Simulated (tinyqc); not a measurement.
Hubbard ring of 5 sites, step by step. Computed by tinyqc, a small Python program that keeps every step. Settings: hopping = 0.71, U = 11.2, mixing = 0.5, iteration cap = 59. Command: `OMP_NUM_THREADS=1 python tinyqc.py 31144 31145 out.jsonl` (the two numbers bound the seeds that draw the settings). One thread of a shared host (Intel(R) Xeon(R) Processor @ 2.60GHz), about 0.2 s of CPU time with the checks.

one-body matrix (hopping and site energies) (eV):
```
           1          2          3          4          5
1   0.220000  -0.710000   0.000000   0.000000  -0.710000
2  -0.710000  -0.700000  -0.710000   0.000000   0.000000
3   0.000000  -0.710000   0.610000  -0.710000   0.000000
4   0.000000   0.000000  -0.710000   0.860000  -0.710000
5  -0.710000   0.000000   0.000000  -0.710000  -0.090000
```

U = 11.200000 eV

electrons, up and down: 3  2

n(up) at the start (a guess, not normalised): 1 0.600000, 2 0.600000, 3 0.600000, 4 0.600000, 5 0.600000

n(down) at the start (a guess): 1 0.400000, 2 0.400000, 3 0.400000, 4 0.400000, 5 0.400000

Each step fills the lowest levels of T + U n(other spin) and sets n(new) = n + mixing (n(out) - n); stop when output and input agree to 1e-8.

Course of the cycle:
```
iteration       E (eV)  largest |n(out) - n(in)|  mean |n_up - n_down|
1          11.50837452                  4.02e-01              0.200000
2          15.89500641                  5.72e-01              0.239074
3          15.91565164                  5.88e-01              0.265920
4          17.39926437                  6.04e-01              0.313494
5          16.06603440                  5.86e-01              0.284960
6          16.93450505                  6.02e-01              0.340751
7          14.89545997                  6.00e-01              0.334399
8          12.33984099                  6.02e-01              0.509861
9           9.48774509                  6.14e-01              0.592996
10         10.32908823                  5.94e-01              0.611798
11          9.63954300                  6.17e-01              0.599742
...                ...                       ...                   ...
49          9.80751815                  6.06e-01              0.595061
50         10.73219772                  6.06e-01              0.593194
51          9.80751849                  6.06e-01              0.595061
52         10.73219819                  6.06e-01              0.593194
53          9.80751868                  6.06e-01              0.595061
54         10.73219846                  6.06e-01              0.593194
55          9.80751879                  6.06e-01              0.595061
56         10.73219861                  6.06e-01              0.593194
57          9.80751886                  6.06e-01              0.595061
58         10.73219870                  6.06e-01              0.593194
59          9.80751889                  6.06e-01              0.595061
```

Can the last value be used, and what does the course show?

Not by the stop rule. Not converged within 59 iterations: the residual has stopped falling: the iteration swings between two states. The lowest mean-field energy found from random starts is 0.53771 eV. Reruns (cap 100 unless said): mixing 0.2: converged in 88 (E = 0.53771); mixing 0.9: not converged; the original settings with a cap of 400: not converged.
